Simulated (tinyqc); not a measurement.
Comparisons within one model: exciton in an atomically thin sheet (Rytova-Keldysh potential). A value that a table varies takes the place of the one given here.

Relative motion in the plane with V(k) = -2 pi q/(k (kap + r0 k)), q = e^2/(4 pi eps0), c = hbar^2/2m0. Normalised Gaussians exp(-a_i r^2): with A = a_i + a_j, S_ij = 2 sqrt(a_i a_j)/A, T_ij = (4c/mu)(a_i a_j/A) S_ij, V_ij = -q S_ij times the integral over k from 0 to infinity of exp(-k^2/4A)/(kap + r0 k).

Converged values use 20 Gaussians with exponents 2^i/b^2, i = -11 to 8, b the larger of a0 kap/(2 mu) and sqrt(a0 r0/mu), a0 = 0.5291772 angstrom; p states use r exp(i theta) exp(-a r^2).

Constants: hbar^2/2m0 = 3.80998211 eV angstrom^2; e^2/(4 pi eps0) = 14.39964547 eV angstrom; Ry = 13.60569312 eV.

Values chosen for the exercise (near those of a WS2 monolayer; shifted at random, so the results belong to these values and not to a real crystal):
```
symbol  value                   unit      meaning
r0      36.5                    angstrom  screening length of the sheet
kaps    (1, 2, 3, 4, 6, 9, 15)            surroundings
me      0.296                   m0        electron mass
mh      0.427                   m0        hole mass
kap     4.5                               mean dielectric constant of the surroundings
Eg      2.239                   eV        gap, in these surroundings
```

## Dielectric surroundings

mu = 0.174816 m0

Converged 1s and 2s bindings; the hydrogen value is 4 Ry mu/kap^2.

Bindings (meV):
```
kap      1s     2s  2s line - 1s line  hydrogen 1s  1s/2s
1.00  551.6  236.6              315.0         9514   2.33
2.00  348.0  111.7              236.3         2378   3.12
3.00  248.5   65.0              183.4         1057   3.82
4.00  188.5   42.4              146.0          595   4.44
6.00  120.2   22.1               98.1          264   5.45
9.00   70.9   10.9               60.0          117   6.48
15.0   32.7    4.3               28.4           42   7.59
```

How do the results move?

The 1s binding falls by a factor 16.9 where the hydrogen model gives 225; the local exponent d ln E/d ln kap moves from -0.66 to -1.52, towards -2. The ratio 1s/2s climbs from 2.3 to 7.6, towards the hydrogen value 9, as r0/kap shrinks from 36.5 to 2.4 angstrom.

## What each parameter does

1/mu = 1/me + 1/mh; converged values. Eg is held fixed when kap or r0 changes: the shrinking of the gap by stronger screening, which offsets most of the shift of the 1s line, is left out. Each row changes one parameter from the base and keeps the others.

Results:
```
case                1s binding (meV)  2s - 1s (meV)  2s - 2p (meV)  1s line (eV)
base                           166.6          131.3            9.8         2.072
me = 0.355 m0                  176.0          137.7           10.8         2.063
mh = 0.342 m0                  158.1          125.4            8.9         2.081
kap = 7.2                       95.7           79.5            3.3         2.143
r0 = 29.2 angstrom             184.3          147.4            9.7         2.055
Eg = 2.35 eV                   166.6          131.3            9.8         2.183
```

What does this show?

The largest shifts from the base row, up to three for each result and ties (the steps differ in size, so this ranks the rows, not the parameters). 1s binding (meV): kap -70.9, r0 +17.7, me +9.4; unchanged at the printed digits by Eg. 2s - 1s (meV): kap -51.8, r0 +16.1, me +6.4; unchanged at the printed digits by Eg. 2s - 2p (meV): kap -6.5, me +1.0, mh -0.9; unchanged at the printed digits by Eg. 1s line (eV): Eg +0.111, kap +0.071, r0 -0.018.

tinyqc: `OMP_NUM_THREADS=1 python tinyqc.py 1280416 1280417 out.jsonl`; about 0.05 s, one thread, shared Intel(R) Xeon(R) Processor @ 2.30GHz.
